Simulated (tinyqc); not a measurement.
Shallow donor in an anisotropic valley (effective-mass theory): one step. Energy of one trial function. Two cases, with inputs chosen for the exercise.

Question. Evaluate T, V and E. Scaling both radii by f changes T to T/f^2 and V to V/f, so the best factor is f = -2T/V, with energy -V^2/(4T).

One valley: H = -c [(d2/dx2 + d2/dy2)/mt + (d2/dz2)/ml] - q/(eps r), c = hbar^2/2m0, q = e^2/(4 pi eps0). Trial function exp(-sqrt((x^2 + y^2)/a^2 + z^2/b^2)) with a > b: T = (c/3)(2/(mt a^2) + 1/(ml b^2)), V = -(q/eps) atan(u/b)/u, u = sqrt(a^2 - b^2). The central cell of the impurity is left out.

Constants: hbar^2/2m0 = 3.80998211 eV angstrom^2; e^2/(4 pi eps0) = 14.39964547 eV angstrom.

Case 1.

Values chosen (near those of GaP; the results hold for these values, not for the real material): ml = 2.061 m0 (longitudinal mass); mt = 0.241 m0 (transverse mass); eps = 11 (dielectric constant); a = 14.6 angstrom (trial radius across the axis); b = 8.5 angstrom (trial radius along the axis).

Case 2.

Values chosen (near those of a group-V donor in Si; the results hold for these values, not for the real material): ml = 0.941 m0 (longitudinal mass); mt = 0.197 m0 (transverse mass); eps = 11 (dielectric constant); a = 18.6 angstrom (trial radius across the axis); b = 12.3 angstrom (trial radius along the axis).

Give: T; V; E; best scale factor; energy after scaling.

Answer.

Case 1.

T = 57.972 meV
V = -104.695 meV
E = -46.723 meV
best scale factor = 1.1075
energy after scaling = -47.268 meV

The virial ratio -V/T is 1.806; it is 2 at the best scale. Scaling gains 0.546 meV.

Case 2.

T = 46.189 meV
V = -79.586 meV
E = -33.397 meV
best scale factor = 1.1607
energy after scaling = -34.283 meV

The virial ratio -V/T is 1.723; it is 2 at the best scale. Scaling gains 0.886 meV.

Computed by tinyqc, one run a case: `OMP_NUM_THREADS=1 python tinyqc.py N N+1 out.jsonl` with N = 1280039, 1280220; one thread of a shared Intel(R) Xeon(R) Processor @ 2.30GHz, about 0.01 s a run at most.
